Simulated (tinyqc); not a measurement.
Band-to-band tunnelling in a uniform field: complex band structure along [001] in sp3s* tight binding.

For k = (0, 0, kz) the phase sums are g0 = cos(phi) and g3 = i sin(phi), phi = kz a/4, and the s, pz, s* orbitals of anion (a) and cation (c) decouple from px, py. With z = exp(i phi), H(z) = H0 + z T + T^T/z for any complex z. H0 is diagonal (Esa, Epa, Exa, Esc, Epc, Exc). The anion-cation block is B(z) = z U + W/z and the cation-anion block z W^T + U^T/z, where U has Vss/2 (s,s), Vsapc/2 (s,z), -Vscpa/2 (z,s), Vxx/2 (z,z), Vxapc/2 (s*,z), -Vpaxc/2 (z,s*), and W has the same values with the s-z and s*-z signs reversed. |z| = 1 is a band state, |z| < 1 decays along [001] as exp(-kappa d) over a distance d, kappa = -(4/a) ln|z|. No spin-orbit coupling.

Constants: hbar^2/2m0 = 3.80998211 eV angstrom^2.

Inputs chosen for the exercise (out of a larger set: near a published set for InP, fitted to gaps, whose masses and valley positions are rough (light masses up to twice too heavy); not measured data): p = (-8.607, 0.872, -1.47, 4.028, 8.238, 7.01, -5.42, 1.883, 4.236, 2.253, 5.575, 3.448, 4.48) eV (order Esa, Epa, Esc, Epc, Exa, Exc, Vss, Vxx, Vxy, Vsapc, Vscpa, Vxapc, Vpaxc); a = 5.865 angstrom (lattice constant).

Ev = -0.00678 eV
EG (direct gap) = 1.45755 eV

masses of this model, from the curvature at Gamma (m0): m_lh 0.09768, m_e 0.12796

WKB at zero transverse momentum: T = exp(-2 I/(eF)), I = integral of kappa dE across the direct gap (8 Gauss-Legendre points in theta, E = EG sin^2 theta, 0 to pi/2); 1 MV/cm = 0.01 V/angstrom. The two-band form gives I = (pi/8) sqrt(m/c) EG^(3/2) with m = 2 m_lh m_e/(m_lh + m_e).

Tunnelling:

| F (MV/cm) | path EG/eF (angstrom) | exponent 2I/eF | T, tight binding | T, two-band |
|---|---|---|---|---|
| 0.50 | 291.5 | 46.848 | 4.51e-21 | 3.38e-21 |
| 0.75 | 194.3 | 31.232 | 2.73e-14 | 2.25e-14 |
| 1.00 | 145.8 | 23.424 | 6.71e-11 | 5.82e-11 |
| 1.50 | 97.2 | 15.616 | 1.65e-07 | 1.50e-07 |
| 2.00 | 72.9 | 11.712 | 8.19e-06 | 7.63e-06 |
| 3.00 | 48.6 | 7.808 | 0.000406 | 0.000387 |
| 4.00 | 36.4 | 5.856 | 0.00286 | 0.00276 |

I, tight binding = 0.117121 eV/angstrom
I, two-band = 0.117837 eV/angstrom

The two-band integral is +0.61 % from the tight-binding one, which makes the two-band T 0.7508 times the other at 0.5 MV/cm and 0.9648 times at 4 MV/cm. Doubling the field from 1 to 2 MV/cm halves the exponent and raises T by a factor 1.22e+05.

Computed by tinyqc, a small Python program: `OMP_NUM_THREADS=1 python tinyqc.py 1452036 1452037 out.jsonl` (the numbers bound the seed that draws the inputs); one thread of a shared host (Intel(R) Xeon(R) Processor @ 2.30GHz), about 0.01 s for the whole set of steps.
